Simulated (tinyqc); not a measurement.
Worked calculation: graded (staircase) quantum well by finite differences. Values are carried at full precision from step to step, so a last printed digit may differ when a step is redone from the rounded ones.

Finite differences on points z_i at the centres of cells of width h: H_ii = (c/h^2)(1/m_(i-1/2) + 1/m_(i+1/2)) + V_i, H_(i,i+1) = -(c/h^2)/m_(i+1/2), where m_(i+1/2) is the mean of the masses at the two points (the end values are repeated outwards), psi = 0 on the points beyond both ends, c = hbar^2/2m0. The field adds e F (z - z0) with z0 the middle of the structure; 1 kV/cm = 1e-5 eV/angstrom.

Constants: hbar^2/2m0 = 3.80998211 eV angstrom^2.

Inputs chosen for the exercise (near those of an InGaAs well in InAlAs; the results hold for these values, not for the real material): layers = ((48, 0.495, 0.0737), (16, 0.22, 0.0557), (16, 0.055, 0.0449), (16, 0, 0.0413), (16, 0.055, 0.0449), (16, 0.22, 0.0557), (48, 0.495, 0.0737)) (each layer: thickness in angstrom, band edge in eV, mass in m0); F = 0 kV/cm (field along z); h = 16 angstrom (cell width of the coarse grid); hf = 1 angstrom (cell width of the fine grid).

## The coarse grid

List the points, the potential with the field, and the masses.

Grid:
```
i   z (angstrom)  V (eV)  m (m0)
1            8.0  0.4950  0.0737
2           24.0  0.4950  0.0737
3           40.0  0.4950  0.0737
4           56.0  0.2200  0.0557
5           72.0  0.0550  0.0449
6           88.0  0.0000  0.0413
7          104.0  0.0550  0.0449
8          120.0  0.2200  0.0557
9          136.0  0.4950  0.0737
10         152.0  0.4950  0.0737
11         168.0  0.4950  0.0737
```

## The tridiagonal Hamiltonian

Form the diagonal and the neighbouring elements; V in the grid already includes the field.

diagonal H_ii (eV): 0.8989  0.8989  0.9270  0.7459  0.6962  0.6906  0.6962  0.7459  0.9270  0.8989  0.8989

H_(i,i+1) (eV): -0.2019  -0.2019  -0.2300  -0.2959  -0.3453  -0.3453  -0.2959  -0.2300  -0.2019  -0.2019

## Lowest levels on the coarse grid

Diagonalise the symmetric tridiagonal matrix; give the three lowest levels and the weights u_i^2 (sum 1) of the two lowest.

levels (eV): 0.1203  0.3672  0.5474

weights on the points:
```
             1      2      3      4      5      6      7      8      9     10     11
level 1  0.000  0.001  0.007  0.069  0.244  0.358  0.244  0.069  0.007  0.001  0.000
level 2  0.002  0.011  0.057  0.238  0.192  0.000  0.192  0.238  0.057  0.011  0.002
```

## Halving the cell width

The same with h, h/2, ..., h/32. The end points move with h, since psi vanishes half a cell beyond the structure. Richardson value (4 E(h/32) - E(h/16))/3.

Convergence:
```
cell (angstrom)  points  E1 (eV)  E2 (eV)  E1 - finest (meV)
16.0000              11  0.12032  0.36723             -7.912
8.0000               22  0.12609  0.38095             -2.134
4.0000               44  0.12769  0.38453             -0.540
2.0000               88  0.12810  0.38548             -0.130
1.0000              176  0.12820  0.38575             -0.026
0.5000              352  0.12823  0.38583              0.000
```

Richardson values of E1, E2 (eV): 0.12824  0.38586

The coarse grid is 7.9 meV too low in E1. The last differences between rows shrink by a factor 4.0 (4 for a pure h^2 error, 2 for one linear in h).

## Positions and dipoles on the fine grid

With h sum psi^2 = 1: <z - z0> of three levels, |z_12| and |z_13|, the mass m1 from 1/m1 = <1|1/m|1>, and f_1j = (m1/c)(E_j - E_1) z_1j^2.

levels (eV): 0.1282  0.3858  0.5754

<z - z0> (angstrom): 0.0  0.0  0.0

|z_12|, |z_13| (angstrom): 17.85  0.00

m1 = 0.0454 m0

f_12, f_13: 0.977  0.000

The structure is symmetric and there is no field, so z_13 vanishes by parity. E2 - E1 = 257.5 meV, a wavelength of 4.8 micrometre (hc = 1239.841984 eV nm). Level 3 lies above the lowest point of the outer barriers, so it is a resonance or a state of the finite grid, and values that rest on it depend on the ends of the grid.

## Checks

- E1 at zero field on the grid h/32 against transfer matrices between the same hard ends, eV: both 0.1282.

Computed by tinyqc, a small Python program: `OMP_NUM_THREADS=1 python tinyqc.py 1250049 1250050 out.jsonl` (the numbers bound the seed that draws the inputs); one thread of a shared host (Intel(R) Xeon(R) Processor @ 2.30GHz), about 0.01 s for the whole set of steps.
